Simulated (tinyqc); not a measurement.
Inside a calculation: hole subbands of a hard-walled well, four-band Luttinger model. Values are carried at full precision from step to step, so a last printed digit may differ when a step is redone from the rounded ones.

Constants: hbar^2/2m0 = 3.80998211 eV angstrom^2.

Inputs chosen for the exercise (near those of GaAs; not measured data): b = -1.9 eV (shear deformation potential); C11 = 124.2 GPa; C12 = 54.7 GPa; e_par = -0.0053 (strain in the plane); g1 = 7.04 (Luttinger gamma1); g2 = 2.06 (gamma2); L = 140 angstrom (well width along [001]); g3 = 2.91 (gamma3); k = 0.0295 1/angstrom (wave vector in the plane); N = 3 (sines for each component); kmax = 0.054 1/angstrom (end of the path).

## Shear strain energy

e_perp = -2 (C12/C11) e_par and Zs = b (e_par - e_perp); Zs > 0 lifts the heavy-hole edge by Zs and lowers the light-hole edge by Zs.

e_perp = 0.00467
shear strain energy Zs = 0.01894 eV

## Levels at k = 0

R and S vanish: HHn = c (g1 - 2 g2)(n pi/L)^2 - Zs and LHn = c (g1 + 2 g2)(n pi/L)^2 + Zs, c = hbar^2/2m0, hole energies counted downwards. Sort HH1 to HH4 and LH1, LH2.

Levels:

| subband | E (eV) |
|---|---|
| HH1 | -0.0133 |
| HH2 | 0.0035 |
| HH3 | 0.0315 |
| LH1 | 0.0404 |
| HH4 | 0.0707 |
| LH2 | 0.1046 |

The top subband is HH1, 16.8 meV from HH2.

## The matrix at one k

Hole energies are counted downwards from the unstrained band edge, c = hbar^2/2m0. After the usual block transformation one block is H = [[P + Q - Zs, R - i S], [R + i S, P - Q + Zs]] in (heavy, light), with P +/- Q = c [(g1 +/- g2) k^2 + (g1 -/+ 2 g2) kz^2], R = sqrt(3) c gR k^2, S = 2 sqrt(3) c g3 k kz, kz = -i d/dz; axial approximation gR = (g2 + g3)/2. Zs = b (e_par - e_perp) is the shear part of the strain (the hydrostatic part shifts all levels alike and is left out). Basis sqrt(2/L) sin(n pi z/L), n = 1 to N, for each component: kz^2 gives (n pi/L)^2 and the heavy-light block is R delta_nm - 2 sqrt(3) c g3 k D_nm with D_nm = 4 n m/(L (n^2 - m^2)) for n + m odd, 0 otherwise. The other block has the same levels. The split-off band is left out.

Fill in the 2N x 2N matrix, in meV.

H(k) (meV), lower triangle:
```
       h1      h2      h3     l1      l2      l3
h1  16.83
h2      0   33.64
h3      0       0   61.65
l1  14.27  -21.58       0  56.86
l2  21.58   14.27  -38.85      0  121.09
l3      0   38.85   14.27      0       0  228.15
```

## Levels and mixing

Diagonalise; give the four lowest hole energies and the weight of the heavy component (the first half of the basis) in each.

levels (meV): 6.45  14.88  44.69  70.66

heavy weight: 0.835  0.827  0.868  0.220

The most mixed of the four is number 4, with 22 % heavy character. Against 60 sines these levels lie 0.1, 0.8, 9.0 and 11.4 meV too high: the small basis lacks the higher sines, which carry the upper levels.

## Dispersion in the plane

N = 20, nine points from 0 to kmax.

Hole energies (meV):

| k (1/angstrom) | E1 | E2 | E3 | E4 | heavy weight of 1 | heavy weight of 2 |
|---|---|---|---|---|---|---|
| 0.0000 | -13.34 | 3.47 | 31.48 | 40.35 | 1.000 | 1.000 |
| 0.0067 | -11.99 | 3.98 | 31.46 | 41.72 | 0.998 | 0.981 |
| 0.0135 | -8.13 | 5.53 | 31.60 | 45.67 | 0.988 | 0.932 |
| 0.0203 | -2.38 | 8.21 | 32.39 | 51.48 | 0.957 | 0.875 |
| 0.0270 | 4.05 | 12.25 | 34.48 | 57.41 | 0.876 | 0.838 |
| 0.0338 | 9.94 | 17.38 | 38.37 | 62.22 | 0.759 | 0.807 |
| 0.0405 | 15.40 | 22.52 | 43.42 | 67.31 | 0.663 | 0.748 |
| 0.0473 | 21.07 | 27.33 | 48.18 | 73.46 | 0.594 | 0.686 |
| 0.0540 | 27.28 | 32.28 | 52.30 | 79.48 | 0.544 | 0.635 |

At small k the hole energy falls in subband 3: an electron-like mass, caused by repulsion from a deeper subband. E2 - E1 is smallest, 5.0 meV, at k = 0.0540 of the points listed. The top subband goes from 1.00 to 0.54 in heavy weight.

## Mass of HH1 in the plane

Second order in k: 1/m = g1 + g2 - sum_n 12 c g3^2 D_1n^2/(LHn - HH1) over even n up to 60, with D_1n = 4n/(L (n^2 - 1)) in size, LHn - HH1 = c [(g1 + 2 g2) n^2 - (g1 - 2 g2)](pi/L)^2 + 2 Zs, c = hbar^2/2m0.

LHn - HH1 for n = 2, 4, 6 (meV): 117.9  374.8  803.1
terms for n = 2, 4, 6: 1.1912  0.0600  0.0116
sum of all terms = 1.2696
mass without mixing, 1/(g1 + g2) = 0.1099 m0
1/m with mixing = 7.8304 1/m0

Mixing with the light holes takes m from 0.110 to 0.128 m0.

## Checks

- 1/m of HH1 from the full matrix (N = 60) at small k against second order: both 7.830.
- The 2 x 2 block with gR = g2 (k along [100]) for a plane wave (k, 0, pi/L) against the bulk heavy-hole formula, eV: both 0.00879.
- Lowest level at the given k on a real-space grid of 240 points against 60 sines, eV: both 0.0063.

Computed by tinyqc, a small Python program: `OMP_NUM_THREADS=1 python tinyqc.py 1281303 1281304 out.jsonl` (the numbers bound the seed that draws the inputs); one thread of a shared host (Intel(R) Xeon(R) Processor @ 2.30GHz), about 0.2 s for the whole set of steps.
